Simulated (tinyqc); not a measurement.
Transfer between valleys with temperature: electrons shared among three sets of ellipsoidal valleys.

F_j(eta) = (1/Gamma(j + 1)) integral_0^infinity x^j dx/(1 + exp(x - eta)), which tends to exp(eta) for eta << 0.

Sets Delta2, Delta4, L: N_i = M_i times N = 2 (m kB T/(4 pi c))^(3/2) with c = hbar^2/2m0, in 1/angstrom^3; times 1e24 for 1/cm^3, m = (ml mt^2)^(1/3); n = sum_i N_i F_1/2((EF - dE_i)/kT), energies from the edge of the first set; mu_drift = sum of share times mobility.

Constants: hbar^2/2m0 = 3.80998211 eV angstrom^2; kB = 8.617333262e-05 eV/K.

Parameters, chosen for this exercise (masses and offsets near those of Si; mobilities are free inputs, held fixed; not measured data): dE = (0, 0.016, 0.805) eV (edges of Delta2, Delta4, L above the first, the first two split by strain); M = (2, 4, 4) (valleys in each set); ml = (0.884, 0.884, 1.655) m0 (longitudinal masses of Delta2, Delta4, L); mt = (0.1957, 0.1957, 0.1244) m0 (transverse masses); mu = (1400, 1100, 570) cm^2/(V s) (mobility of each set, for current in the plane normal to the Delta2 axis); n = 5.5e+18 1/cm^3 (total electron density).

Offsets, masses and mobilities are held fixed; n is fixed too, so the high values of T stand for hot electrons, not for the lattice.

Populations:
```
T (K)  EF (eV)  share Delta2  share Delta4  share L  mu_drift
77      0.0150        0.7034        0.2966   0.0000      1311
150     0.0041        0.5811        0.4189   0.0000      1274
300    -0.0303        0.4707        0.5293   0.0000      1241
600    -0.1259        0.4034        0.5966   0.0000      1221
900    -0.2419        0.3800        0.6200   0.0000      1214
1200   -0.3710        0.3681        0.6316   0.0003      1210
2000   -0.7589        0.3521        0.6421   0.0058      1203
```

Give the missing row, T (K) = 450.

Computed row:
```
T (K)  EF (eV)  share Delta2  share Delta4  share L  mu_drift
450    -0.0748        0.4264        0.5736   0.0000      1228
```

The share of Delta2 goes from 0.703 to 0.352 and the mean mobility from 1311 to 1203 cm^2/(V s). Delta2 and Delta4 hold equal numbers between T = 150 and 300 K. The share of L is at most 0.0058.

Run: tinyqc, `OMP_NUM_THREADS=1 python tinyqc.py 1680230 1680231 out.jsonl`; Intel(R) Xeon(R) Processor @ 2.30GHz, one thread, shared host; about 0.01 s of CPU time with all checks.
